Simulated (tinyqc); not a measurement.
Gain spectrum: optical gain and spontaneous emission in a bulk direct-gap semiconductor.

Parabolic bands, vertical transitions, no excitons. For each hole band j: mr = me mj/(me + mj); joint density of states J_j(E) = (mr/c)^(3/2) sqrt(E - Eg)/(2 pi^2), both spins, c = hbar^2/2m0; averaged matrix element |e.p|^2 = m0 Ep/6; alpha_j(E) = 4 pi^2 alpha_f c Ep J_j/(3 nr E) in 1/angstrom (alpha_f the fine-structure constant, listed as alpha among the constants), times 1e8 for 1/cm.

F_j(eta) = (1/Gamma(j + 1)) integral_0^infinity x^j dx/(1 + exp(x - eta)), which tends to exp(eta) for eta << 0.

Quasi-Fermi levels: n = Nc F_1/2(Fc/kT) and p = Nv F_1/2(Fv/kT), Fc counted up from the conduction edge and Fv down from the valence edge; Nc, Nv from N = 2 (m kB T/(4 pi c))^(3/2) with c = hbar^2/2m0, in 1/angstrom^3; times 1e24 for 1/cm^3, with me and (mhh^(3/2) + mlh^(3/2))^(2/3).

For band j the electron sits at Ee = (E - Eg) mr/me above its edge and the hole at Eh = (E - Eg) mr/mj; fe = 1/(1 + exp((Ee - Fc)/kT)), fh = 1/(1 + exp((Eh - Fv)/kT)); gain g = sum_j alpha_j (fe + fh - 1).

Constants: hbar^2/2m0 = 3.80998211 eV angstrom^2; fine-structure constant alpha = 0.007297352564; kB = 8.617333262e-05 eV/K.

Values chosen for the exercise (near those of InGaAs; not measured data): Eg = 0.76 eV (direct gap); me = 0.0402 m0 (electron mass); mhh = 0.451 m0 (heavy-hole mass); mlh = 0.0507 m0 (light-hole mass); Ep = 23.1 eV (Kane energy); nr = 3.61 (refractive index); T = 200 K; n = 4e+17 1/cm^3 (injected density, n = p).

At the density n.

Spectrum:

| E - Eg (eV) | alpha, empty (1/cm) | fe, heavy | fh, heavy | g (1/cm) |
|---|---|---|---|---|
| 0.005 | 1540 | 0.905 | 0.086 | -14 |
| 0.010 | 2164 | 0.879 | 0.084 | -76 |
| 0.020 | 3021 | 0.810 | 0.081 | -301 |
| 0.030 | 3653 | 0.715 | 0.077 | -673 |
| 0.045 | 4391 | 0.530 | 0.072 | -1509 |
| 0.060 | 4978 | 0.336 | 0.068 | -2559 |
| 0.080 | 5611 | 0.149 | 0.062 | -3920 |
| 0.100 | 6127 | 0.057 | 0.057 | -4998 |
| 0.130 | 6751 | 0.012 | 0.049 | -6125 |
| 0.170 | 7388 | 0.001 | 0.041 | -7057 |
| 0.220 | 7976 | 0.000 | 0.033 | -7771 |

Fc + Fv = 0.0030 eV

No listed energy has gain; the carriers only bleach the edge. At 0.220 eV above the gap g is -0.97 times the absorption of the empty crystal, whose limit is -1.

(tinyqc, `OMP_NUM_THREADS=1 python tinyqc.py 1682052 1682053 out.jsonl`, Intel(R) Xeon(R) Processor @ 2.30GHz, 1 thread, shared host, about 0.09 s.)
